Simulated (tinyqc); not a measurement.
One-dimensional ballistic tunnel FET, two-band WKB: two steps of the calculation.

A p-type source for x < 0 with its Fermi level at 0 and its valence edge at ds; in the channel the bands fall as D exp(-x/lam) towards their flat values, with the conduction edge at Ec = ds - dP and D = dP + Eg. The gate moves dP one to one. The drain Fermi level lies at -Vd and the drain side reflects nothing. For w = E - Ec between 0 and dP an electron crosses the gap. Two-band dispersion with equal masses m: inside the gap kappa = sqrt(m u (1 - u/Eg)/C), u the distance from a band edge, C = hbar^2/(2 m0).

Values chosen for this exercise; band and dielectric values close to those of In0.53Ga0.47As: temperature T = 300 K; band gap Eg = 0.745 eV; band-edge mass of the two-band model m = 0.053 m0; screening length of the source junction lam = 2.3 nm; source valence edge above the source Fermi level ds = 0.12 eV; drain bias Vd = 0.3 V; number of degenerate subbands (spin apart) g = 1; tunnelling window Ev(source) - Ec(channel) dP = 0.35 eV; energy above the channel conduction edge w0 = 0.13 eV; points of the energy grid nE = 11.

Constants: q = 1.602176634e-19 C, kB = 1.380649e-23 J/K, hbar = 1.054571817e-34 J s, h = 6.62607015e-34 J s, m0 = 9.1093837015e-31 kg, Vt = kB T/q, hbar^2/(2 m0) = 0.0380998212 eV nm^2. Results are converted to the units shown.

Task 1. The exponent in closed form. S(w) = 2 lam int_0^Eg kappa(u) du/(w + Eg - u) = 2 pi lam sqrt(m/(C Eg)) [w + Eg/2 - sqrt(w (w + Eg))], T(w) = exp(-S). The common triangular estimate is S = (4/3) lam sqrt(m/C) Eg^1.5/(dP + Eg) for all w.

Wanted: S(w0); T(w0); triangular S.

Result 1.

S(w0) = 3.2629
T(w0) = 0.038279
triangular S = 2.1240

Task 2. Current on a coarse grid. I = g (2 q^2/h) int_0^dP T(w) [f(E) - f(E + Vd)] dw, E = ds - dP + w, f(x) = 1/(1 + exp(x/Vt)). Simpson's rule on nE equally spaced points.

Give: w; T(w); difference of the f; I.

Result 2.

```
point  w (eV)      T(w)  difference of the f
0      0.0000  6.389e-4               0.9373
1      0.0350  0.008361               0.9825
2      0.0700   0.01793               0.9935
3      0.1050   0.02931               0.9910
4      0.1400   0.04202               0.9699
5      0.1750   0.05568               0.8935
6      0.2100   0.06999               0.6843
7      0.2450   0.08471               0.3589
8      0.2800   0.09966               0.1263
9      0.3150    0.1147              0.03599
10     0.3500    0.1297             0.009548
```

I = 0.6563 uA

Numbers from tinyqc (`OMP_NUM_THREADS=1 python tinyqc.py 2620011 2620012 out.jsonl`; about 0.01 s on one thread of a shared Intel Xeon 2.30GHz).
